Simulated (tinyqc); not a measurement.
From results back to parameters: defect, radiative and Auger recombination at equal electron and hole densities (ABC model). Four cases, with inputs chosen for the exercise.

Problem. The peak efficiency, the current at the peak and the differential lifetime there, tau_p = 1/(Ae + 2 B n_p + 3 C n_p^2), are given; Ae, B and C are hidden. n_p = sqrt(Ae/C), Q = B/sqrt(Ae C), IQE_max = Q/(Q + 2).

J/(e d) = Ae n + B n^2 + C n^3 with Ae = A + 4 S/w (four side walls, carriers spread evenly), e = 1.602176634e-19 C, lengths in cm; internal efficiency IQE = B n^2/(Ae n + B n^2 + C n^3); all injected carriers recombine in the layer.

Find: Q; Ae; n_p; B; C.

Method. Q = 2 IQE/(1 - IQE). At the peak B n = Q Ae and C n^2 = Ae, so 1/tau_p = Ae (4 + 2Q) and J = e d Ae n_p (2 + Q); B and C follow.

Case 1.

Values chosen (out of a larger set: orders of magnitude like those quoted for GaN; not measured data): d = 2.8 nm (active thickness).

IQE_max = 0.337884
J at the peak = 70.8107 A/cm^2
tau_p = 5.17278 ns

Solution.

Q = 1.02
Ae = 3.20e+07 1/s
n_p = 1.63e+19 1/cm^3
B = 2.0e-12 cm^3/s
C = 1.2e-31 cm^6/s

Case 2.

Values chosen (out of a larger set: orders of magnitude like those quoted for Ge; not measured data): d = 310 nm (active thickness).

IQE_max = 0.291629
J at the peak = 0.135762 A/cm^2
tau_p = 6558.99 ns

Solution.

Q = 0.823
Ae = 2.70e+04 1/s
n_p = 3.59e+17 1/cm^3
B = 6.2e-14 cm^3/s
C = 2.1e-31 cm^6/s

Case 3.

Values chosen (out of a larger set: orders of magnitude like those quoted for GaN; not measured data): d = 2 nm (active thickness).

IQE_max = 0.410720
J at the peak = 2.43237 A/cm^2
tau_p = 22.3829 ns

Solution.

Q = 1.39
Ae = 6.58e+06 1/s
n_p = 3.40e+18 1/cm^3
B = 2.7e-12 cm^3/s
C = 5.7e-31 cm^6/s

Case 4.

Values chosen (out of a larger set: orders of magnitude like those quoted for Si; not measured data): d = 81000 nm (active thickness).

IQE_max = 0.0139688
J at the peak = 3.15876 A/cm^2
tau_p = 20542.3 ns

Solution.

Q = 0.0283
Ae = 1.20e+04 1/s
n_p = 1.00e+17 1/cm^3
B = 3.4e-15 cm^3/s
C = 1.2e-30 cm^6/s

Computed by tinyqc, one run a case: `OMP_NUM_THREADS=1 python tinyqc.py N N+1 out.jsonl` with N = 1652574, 1652621, 1652657, 1652747; one thread of a shared Intel(R) Xeon(R) Processor @ 2.30GHz, about 0.01 s a run at most.
